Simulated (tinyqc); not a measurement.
Swing of the coupled dose with resist thickness: standing waves and exposure in a photoresist film.

Normal incidence from air. Unexposed resist: N1 = n1 + i k1 with k1 = (A + B) lam/(4 pi), lam in micrometres. r01 = (1 - N1)/(1 + N1), t01 = 2/(1 + N1). Substrate Ns = ns + i ks: r12 = (N1 - Ns)/(N1 + Ns). With p = exp(2 pi i N1 d/lam), the field at depth z is E(z) = t01 [exp(2 pi i N1 z/lam) + r12 p^2 exp(-2 pi i N1 z/lam)]/(1 + r01 r12 p^2), the relative intensity I(z) = n1 |E(z)|^2 and the reflectance R = |(r01 + r12 p^2)/(1 + r01 r12 p^2)|^2.

Inputs chosen for the exercise (a resist on Al, indices near tabulated ones; not measured data): lam = 248 nm (vacuum wavelength); n1 = 1.741 (resist index); A = 0.03 1/micrometre (bleachable absorption (Dill A)); B = 0.9 1/micrometre (fixed absorption (Dill B)); d = 487 nm (resist thickness); ns = 0.192 (substrate n); ks = 2.893 (substrate k).

The mean of I is taken over 800 depths; the relative dose to clear is taken as 1/(mean of I over the lowest period, 60 depths), scaled to 1 in the first row.

Swing:
```
d (nm)       R  mean I  relative dose
487.0   0.5550  0.8768          1.000
498.9   0.4863  0.9888          0.872
510.7   0.2870  1.3443          0.644
522.6   0.1300  1.6102          0.548
534.5   0.2852  1.2987          0.692
546.4   0.4624  0.9575          0.939
558.2   0.5163  0.8438          1.050
570.1   0.4461  0.9467          0.923
582.0   0.2463  1.2647          0.693
593.8   0.0982  1.4883          0.600
605.7   0.2485  1.2198          0.744
617.6   0.4256  0.9159          0.991
629.4   0.4807  0.8129          1.103
```

The period is 71.2 nm, six rows. The relative dose swings between 0.548 and 1.103, a ratio (max - min)/mean of 0.667, against the estimate 4 sqrt(|r01|^2 |r12|^2) exp(-(A + B) d) = 0.643 for the oscillating part alone; the ratio from the table also holds the slow rise from absorption, 10.3 % over two periods, so the two are not strictly comparable. The dose is least sensitive to thickness at an extremum; the lowest dose listed is at 522.6 nm.

tinyqc: `OMP_NUM_THREADS=1 python tinyqc.py 1681971 1681972 out.jsonl`; about 0.01 s, one thread, shared Intel(R) Xeon(R) Processor @ 2.30GHz.
